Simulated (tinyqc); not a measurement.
# Resistance of a source-drain extension with a graded tip: effect of the active doping of the extension far from the gate

y runs along the channel, the gate covers y > 0. The doping is N0 for y < y0 and N0 10^(-(y - y0)/la) beyond, uniform over the depth xj. Sheet conductance s(y) = q mu(N) max(N - Nch, 0) xj + (for y > 0) ma Cox Vo, with mu(N) = u0 + (u1 - u0)/(1 + (N/Nr)^au) and Cox = eps0 eox/tox. Current is taken as one-dimensional; depletion of the tip, spreading and the contact are left out. The metallurgical junction lies at yj, where N = Nch.

R_spacer = integral of dy/s from -Ls to 0, R_ov from 0 to yj, R_channel = (Lg - 2 yj)/(ma Cox Vo), R_total = 2 R_spacer + 2 R_ov + R_channel. Electrical length L_eff = ma Cox dR_total/d(1/Vo); R_series = R_total - L_eff/(ma Cox Vo).

Inputs (values chosen for the exercise); mobility law close to that of holes in silicon: relative permittivity of the gate insulator (close to silicon dioxide) eox = 3.9; insulator thickness tox = 3.9 nm; lateral abruptness la = 5.5 nm/decade; position under the gate where the fall begins (gate edge at 0) y0 = 4.2 nm; depth of the extension xj = 18 nm; channel doping Nch = 5.2e17 cm^-3; spacer length Ls = 23 nm; gate overdrive Vo = 0.81 V; mobility of the gate-induced layer ma = 44 cm^2/(V s); mobility at low doping u1 = 470.5 cm^2/(V s); mobility at high doping u0 = 44.9 cm^2/(V s); reference doping Nr = 2.23e17 cm^-3; exponent au = 0.719; gate length Lg = 50 nm.

Constants: q = 1.602176634e-19 C, eps0 = 8.8541878128e-14 F/cm where lengths are in cm. Results are converted to the units shown.

Results:
```
N0 (cm^-3)	yj (nm)	R_spacer (ohm um)	R_ov (ohm um)	R_channel (ohm um)	R_total (ohm um)	L_eff (nm)	R_series (ohm um)
2e19	12.92	67.06	110.4	765.8	1121	27.45	250.8
3.1e19	13.96	46.06	109.5	699.4	1011	25.34	207.5
4.7e19	14.96	31.90	108.7	636.4	917.7	23.34	178.0
7.2e19	15.98	21.67	108.1	571.8	831.5	21.30	156.5
1.1e20	16.99	14.64	107.7	507.7	752.3	19.27	141.6
1.7e20	18.03	9.708	107.3	441.8	675.9	17.19	131.1
4e20	20.07	4.262	107.0	312.2	534.7	13.10	119.5
```

Estimate the missing row, N0 = 2.6e20 cm^-3.

Computed row:
```
N0 (cm^-3)	yj (nm)	R_spacer (ohm um)	R_ov (ohm um)	R_channel (ohm um)	R_total (ohm um)	L_eff (nm)	R_series (ohm um)
2.6e20	19.04	6.465	107.1	377.5	604.6	15.16	124.2
```

With this row back in the table: As N0 goes from 2e19 to 4e20, R_total falls from 1120 to 535 ohm um, L_eff falls from 27.5 to 13.1 nm and R_series falls from 251 to 119 ohm um.

tinyqc, about 0.05 s, one thread, Intel Xeon 2.30GHz (shared host): `OMP_NUM_THREADS=1 python tinyqc.py 2282158 2282159 out.jsonl`
